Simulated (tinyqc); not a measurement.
# Gated two-dimensional channel with two bands, quantum capacitance, step by step

Computed by the program tinyqc: `OMP_NUM_THREADS=1 python tinyqc.py 2200131 2200132 out.jsonl`, one thread of a shared Intel Xeon 2.30GHz, about 0.01 s for the whole run. Printed values are rounded.

phi is the Fermi level above the lowest band edge, in volts; Vg is counted from the gate voltage at which an empty channel would have phi = 0. The channel has no thickness; trap charge is -q Dit phi.

Values chosen for this exercise; lowest band close to that of monolayer MoS2: temperature T = 77 K; relative permittivity of the gate insulator (close to silicon dioxide) eox = 3.9; insulator thickness tox = 3 nm; in-plane mass md = 0.515 m0; valley degeneracy gv = 2; in-plane mass of a second band, chosen freely m2 = 0.6 m0; valley degeneracy of that band, chosen freely g2 = 4; second band edge above the first E2 = 0.23 eV; density of traps Dit = 2.1e12 cm^-2 eV^-1; gate voltage Vg = 0.93 V.

Constants: q = 1.602176634e-19 C, kB = 1.380649e-23 J/K, hbar = 1.054571817e-34 J s, m0 = 9.1093837015e-31 kg, Vt = kB T/q, eps0 = 8.8541878128e-14 F/cm where lengths are in cm. Results are converted to the units shown.

## Gate capacitance

Cox = eps0 eox/tox.

Cox = 1.15104 uF/cm^2

## Starting value

phi = Vg.

phi at the start = 0.93 V

## Iteration 1: new phi

D1 = gv md m0 q/(pi hbar^2), D2 = g2 m2 m0 q/(pi hbar^2) per eV; n1 = D1 Vt ln(1 + exp(phi/Vt)), n2 = D2 Vt ln(1 + exp((phi - E2)/Vt)), n = n1 + n2; Cq = q dn/dphi = q [D1/(1 + exp(-phi/Vt)) + D2/(1 + exp((E2 - phi)/Vt))]. Newton: f = phi + q (n + Dit phi)/Cox - Vg, phi(new) = phi - f/(1 + (Cq + q Dit)/Cox).

n1 = 4.00145e14 cm^-2
n2 = 7.01789e14 cm^-2
Cq = 229.563 uF/cm^2
f = 153.654 V
phi after iteration 1 = 0.164530 V

## Iteration 2: new phi

As before.

n1 = 7.07912e13 cm^-2
n2 = 3.45013e8 cm^-2
Cq = 68.9441 uF/cm^2
f = 9.13633 V
phi after iteration 2 = 0.0152174 V

## Course of the iteration

Stop when the step is below 1e-10 V, or after 40 iterations.

Course of the iteration:

| iteration | phi before the step (V) | step (V) |
|---|---|---|
| 1 | 0.93 | -0.765 |
| 2 | 0.164530 | -0.149 |
| 3 | 0.0152174 | -7.05e-4 |
| 4 | 0.0145128 | -3.48e-6 |
| 5 | 0.0145093 | -9.01e-11 |

Converged in 5 iterations.

## Charge and capacitances at the solution

converged phi = 0.0145093 V

D1 = gv md m0 q/(pi hbar^2), D2 = g2 m2 m0 q/(pi hbar^2) per eV; n1 = D1 Vt ln(1 + exp(phi/Vt)), n2 = D2 Vt ln(1 + exp((phi - E2)/Vt)), n = n1 + n2; Cq = q dn/dphi = q [D1/(1 + exp(-phi/Vt)) + D2/(1 + exp((E2 - phi)/Vt))]. 1/C_G = 1/Cox + 1/(Cq + q Dit); dphi/dVg = Cox/(Cox + Cq + q Dit).

n = 6.54665e12 cm^-2
Cq = 61.9764 uF/cm^2
C_G = 1.13017 uF/cm^2
dphi/dVg = 0.0181370

C_G is 98.2 % of Cox; 1.56 % of the gate voltage has gone into phi.
